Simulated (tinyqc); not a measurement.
Stepped quantum well by finite differences: one step. The tridiagonal Hamiltonian.

Finite differences on points z_i at the centres of cells of width h: H_ii = (c/h^2)(1/m_(i-1/2) + 1/m_(i+1/2)) + V_i, H_(i,i+1) = -(c/h^2)/m_(i+1/2), where m_(i+1/2) is the mean of the masses at the two points (the end values are repeated outwards), psi = 0 on the points beyond both ends, c = hbar^2/2m0. The field adds e F (z - z0) with z0 the middle of the structure; 1 kV/cm = 1e-5 eV/angstrom.

Constants: hbar^2/2m0 = 3.80998211 eV angstrom^2.

Parameters, chosen for this exercise (out of a larger set: near those of a strained Si well in SiGe; not measured data): h = 6 angstrom (cell width of the coarse grid).

Grid:
```
i   z (angstrom)    V (eV)    m (m0)
1          3.000  0.183000  0.936000
2          9.000  0.183000  0.936000
3         15.000  0.183000  0.936000
4         21.000  0.000000  0.935000
5         27.000  0.000000  0.935000
6         33.000  0.046000  0.935300
7         39.000  0.046000  0.935300
8         45.000  0.046000  0.935300
9         51.000  0.046000  0.935300
10        57.000  0.183000  0.936000
11        63.000  0.183000  0.936000
12        69.000  0.183000  0.936000
```

Problem. Form the diagonal and the neighbouring elements; V in the grid already includes the field.

Give: diagonal H_ii; H_(i,i+1).

Solution.

diagonal H_ii (eV): 0.4091  0.4091  0.4092  0.2263  0.2264  0.2723  0.2723  0.2723  0.2723  0.4092  0.4091  0.4091

H_(i,i+1) (eV): -0.1131  -0.1131  -0.1131  -0.1132  -0.1132  -0.1132  -0.1132  -0.1132  -0.1131  -0.1131  -0.1131

Computed by tinyqc, a small Python program: `OMP_NUM_THREADS=1 python tinyqc.py 1280639 1280640 out.jsonl` (the numbers bound the seed that draws the inputs); one thread of a shared host (Intel(R) Xeon(R) Processor @ 2.30GHz), about 0.02 s for the whole set of steps.
